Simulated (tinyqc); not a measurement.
The basis set: RHF and MP2 along a ladder of basis sets, for H6, spin multiplicity 1. Computed by the program tinyqc with PySCF. 

Geometry (angstrom):
```
atom       x       y       z
H     0.0000  0.0000  0.0000
H     0.0000  0.0000  0.7680
H     0.0000  0.0000  1.7090
H     0.0000  0.0000  2.4770
H     0.0000  0.0000  3.4190
H     0.0000  0.0000  4.1870
```

Same geometry throughout; the dipole is taken about the origin.

RHF and frozen-core MP2 in a ladder of bases:
```
basis        functions  E(RHF) (hartree)  E(MP2 corr) (hartree)  HOMO (eV)  LUMO (eV)  dipole (debye)
sto-3g               6         -3.217300              -0.043497   -10.6838    10.7719        2.33e-04
3-21g               12         -3.262565              -0.057776   -11.4325     5.4576        1.59e-04
6-31g               12         -3.272348              -0.058046   -11.5209     5.1198        1.13e-04
6-31g**             30         -3.281502              -0.092079   -11.5472     5.0799        1.36e-04
cc-pvdz             30         -3.273357              -0.094196   -11.4893     4.5066        3.87e-05
aug-cc-pvdz         54         -3.274559              -0.099007   -11.5192     1.4915          0.0000
cc-pvtz             84         -3.286494              -0.112086   -11.5466     3.9547        2.49e-05
```

From cc-pVDZ to cc-pVTZ the RHF energy falls by 13.1 mhartree and the correlation energy by 17.9. If valence correlation converges as X^-3, (27 E(T) - 8 E(D))/19 gives -0.1196 hartree, a rough estimate from such small X that usually falls short; STO-3G holds about 36 % of it. Beyond STO-3G the LUMO moves by 4.0 eV and the HOMO by 0.1 eV; diffuse functions lower the positive LUMO sharply, since an unbound virtual level tracks the most diffuse function.
